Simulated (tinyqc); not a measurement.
Tunnelling through a two-layer gate stack, WKB transmission and Tsu-Esaki current: one step of the calculation.

Electrons leave the emitter at x = 0. Energies E (motion across the layers) are in eV from the emitter Fermi level; the collector Fermi level lies at -V and offers states at every E. No charge in the dielectric and no image force: F1 = V/(t1 + t2 eps1/eps2), F2 = F1 eps1/eps2; U = phi1 - F1 x in layer 1 and phi2 - F1 t1 - F2 (x - t1) in layer 2. With C = hbar^2/(2 m0), kappa = sqrt(m (U - E)/C) where U > E and 0 elsewhere; T(E) = exp(-S), S = 2 times the integral of kappa over x.

Task. Current density on a coarse energy grid. Each layer adds (2/F) sqrt(m/C) [G(u at its left edge) - G(u at its right edge)] to S, with u = U - E (0 where negative) and G(u) = (2/3) u^1.5. The slope follows from 1/d = -dS/dE.

J = J0 times the integral of T(E) N(E) dE, N = ln[(1 + exp(-E/Vt))/(1 + exp((-E - V)/Vt))], J0 = q^2 me m0 kB T/(2 pi^2 hbar^3) (times 1e-4 for A/cm^2 per eV), by Simpson's rule on nE equally spaced points from Ea to Eb.

Parameters, values chosen for the exercise; layer 1 close to silicon nitride, layer 2 close to aluminium oxide:
- T = 400 K (temperature)
- Ef = 1.7 eV (Fermi energy of the emitter above its band bottom)
- me = 0.73 m0 (emitter mass in the supply function)
- phi1 = 2.16 eV (barrier of layer 1 above the emitter Fermi level at zero bias)
- m1 = 0.48 m0 (tunnelling mass of layer 1)
- t1 = 0.5 nm (thickness of layer 1)
- eps1 = 7.55 (relative permittivity of layer 1)
- phi2 = 2.67 eV (barrier of layer 2 at zero bias)
- m2 = 0.4 m0 (tunnelling mass of layer 2)
- t2 = 1.5 nm (thickness of layer 2)
- eps2 = 8.63 (relative permittivity of layer 2)
- V = 1.6 V (voltage across the dielectric)
- Ea = -1.4 eV (lower end of the energy grid)
- Eb = 0.38 eV (upper end of the energy grid)
- nE = 15 (points of the energy grid)

Constants: q = 1.602176634e-19 C, kB = 1.380649e-23 J/K, hbar = 1.054571817e-34 J s, m0 = 9.1093837015e-31 kg, Vt = kB T/q, hbar^2/(2 m0) = 0.0380998212 eV nm^2. Results are converted to the units shown.

Give: E; T(E); N; T(E) N; J0; J.

Result.

E, point 0 to 14 (eV): [-1.400, -1.273, -1.146, -1.019, -0.891, -0.764, -0.637, -0.510, -0.383, -0.256, -0.129, -0.001, 0.126, 0.253, 0.380]
T(E), point 0 to 14: [6.653e-11, 1.080e-10, 1.770e-10, 2.936e-10, 4.930e-10, 8.385e-10, 1.447e-9, 2.534e-9, 4.514e-9, 8.191e-9, 1.517e-8, 2.873e-8, 5.583e-8, 1.117e-7, 2.310e-7]
N, point 0 to 14: [40.61, 36.93, 33.24, 29.55, 25.86, 22.17, 18.48, 14.80, 11.11, 7.419, 3.754, 0.7141, 0.02573, 6.516e-4, 1.630e-5]
T(E) N, point 0 to 14: [2.702e-9, 3.986e-9, 5.885e-9, 8.677e-9, 1.275e-8, 1.859e-8, 2.674e-8, 3.749e-8, 5.014e-8, 6.077e-8, 5.693e-8, 2.052e-8, 1.437e-9, 7.277e-11, 3.766e-12]
J0 = 4.072e8 A/(cm^2 eV)
J = 15.72 A/cm^2

The integrand peaks at E = -0.256 eV among these points.

Range of the model: A layer thinner than 0.8 nm holds only a few atomic planes, where an effective mass is a rough description.

Program tinyqc, `OMP_NUM_THREADS=1 python tinyqc.py 2540153 2540154 out.jsonl`; Intel Xeon 2.30GHz, shared host, one thread, about 0.06 s.
